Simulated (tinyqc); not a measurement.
# Strained Delta valleys, repopulation and conductivity mass: effect of the temperature

A cubic crystal with three pairs of conduction valleys along x, y and z under uniaxial stress X along [001] (X > 0 is tension); current along [110]. Non-degenerate electrons, fixed total density, one relaxation time for all valleys and stresses, masses unchanged by strain, so the mobility goes as the mean inverse mass.

Stress s_ij = X a_i a_j with a the unit vector along [001]; strain e_ii = s11 s_ii + s12 (s_jj + s_kk), e_ij = s44 s_ij/2. Valley shift dE = Xu (n.e.n - trace(e)/3) with n the valley axis; share f proportional to exp(-dE/Vt). Inverse mass along the current d = [110]: (n.d)^2/ml + (1 - (n.d)^2)/mt; mu/mu0 = sum f (1/m) over the plain mean of 1/m. pi is the small-stress slope -d(mu/mu0)/dX; each row is against the unstrained crystal at the same T.

Values chosen for this exercise; values close to those of silicon: compliance s11 = 7.46 1/TPa; compliance s12 = -2.2 1/TPa; compliance s44 = 12.9 1/TPa; shear deformation potential Xu = 8.71 eV; longitudinal mass ml = 0.93 m0; transverse mass mt = 0.188 m0; uniaxial stress (tension positive) X = -740 MPa.

Constants: q = 1.602176634e-19 C, kB = 1.380649e-23 J/K, Vt = kB T/q. Results are converted to the units shown.

Result of one run:
```
T (K)  splitting/Vt  mu/mu0  pi (1e-11 1/Pa)
240          3.0105  1.3136           49.132
```

What becomes of these results when the temperature T is changed from 240 to 300 K, all else the same?

Result of the changed run:
```
T (K)  splitting/Vt  mu/mu0  pi (1e-11 1/Pa)
300          2.4084  1.2794           39.306
```

The whole series:
```
T (K)  splitting/Vt  mu/mu0  pi (1e-11 1/Pa)
77           9.3835  1.3622           153.14
120          6.0211  1.3597           98.264
180          4.0140  1.3434           65.509
240          3.0105  1.3136           49.132
300          2.4084  1.2794           39.306
380          1.9014  1.2373           31.031
460          1.5707  1.2027           25.634
```

The ratio mu/mu0 falls from 1.36 to 1.20, and pi goes as 1/T, from 153 to 25.6.

tinyqc, about 0.01 s, one thread, Intel Xeon 2.30GHz (shared host): `OMP_NUM_THREADS=1 python tinyqc.py 2530039 2530040 out.jsonl`
